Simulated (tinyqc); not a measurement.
Electron mobility in a silicon inversion layer, empirical terms and Matthiessen rule: two steps of the calculation.

Inversion layer of sheet density Ns on a uniformly doped body. The mobility terms are empirical power laws with prefactors chosen for the exercise; adding their inverses (Matthiessen) is itself an approximation.

Values chosen for this exercise; material values close to those of silicon: temperature T = 300 K; band gap Eg = 1.12 eV; relative permittivity of the semiconductor eps_r = 11.7; conduction-band density of states at T Nc = 2.78e19 cm^-3; valence-band density of states at T Nv = 2.61e19 cm^-3; body doping Nb = 3.7e17 cm^-3; reverse body bias Vsb = 0 V; weight of the inversion charge in the effective field eta = 0.5; phonon-limited mobility at 1 MV/cm and 300 K Ap = 409 cm^2/(V s); roughness-limited mobility at 1 MV/cm As = 838 cm^2/(V s); exponent of the roughness term gs = 2; Coulomb prefactor Ac = 3200 cm^2/(V s); charge at the interface Nit = 8e11 cm^-2; inversion density Ns = 5.7e12 cm^-2; ratio W/L WL = 5; drain voltage Vd = 0.01 V; measured linear current I = 12.8 uA.

Constants: q = 1.602176634e-19 C, kB = 1.380649e-23 J/K, Vt = kB T/q, eps0 = 8.8541878128e-14 F/cm where lengths are in cm. Results are converted to the units shown.

Task 1. Depletion charge and effective field. ni = sqrt(Nc Nv) exp(-Eg/(2 Vt)), Eg in volts; Ndep = sqrt(2 eps0 eps_r Nb (2 Vt ln(Nb/ni) + Vsb)/q); E = q (Ndep + eta Ns)/(eps0 eps_r), in MV/cm.

Give: ni; Ndep; E.

Result 1.

ni = 1.0538e10 cm^-3
Ndep = 2.0732e12 cm^-2
E = 0.76142 MV/cm

The depletion charge gives 42.1 % of the field.

Task 2. Inversion density for the measured current. I = (W/L) q Ns mu Vd. E = q (Ndep + eta Ns)/(eps0 eps_r) in MV/cm. With t = T/(300 K): muC = Ac (Ns/1e12 cm^-2) t/(Nb/1e17 cm^-3 + Nit/1e11 cm^-2), muP = Ap E^(-1/3) t^(-1.75), muS = As E^(-gs); 1/mu is the sum of the inverses. Ns(new) = I/((W/L) q mu Vd).

Ns at the start = 2.8e12 cm^-2
Ndep = 2.0731957e12 cm^-2

Find: E; mu; Ns after iteration 1.

Result 2.

E = 0.53716 MV/cm
mu = 274.90 cm^2/(V s)
Ns after iteration 1 = 5.8123e12 cm^-2

Numbers from tinyqc (`OMP_NUM_THREADS=1 python tinyqc.py 2510103 2510104 out.jsonl`; about 0.01 s on one thread of a shared Intel Xeon 2.30GHz).
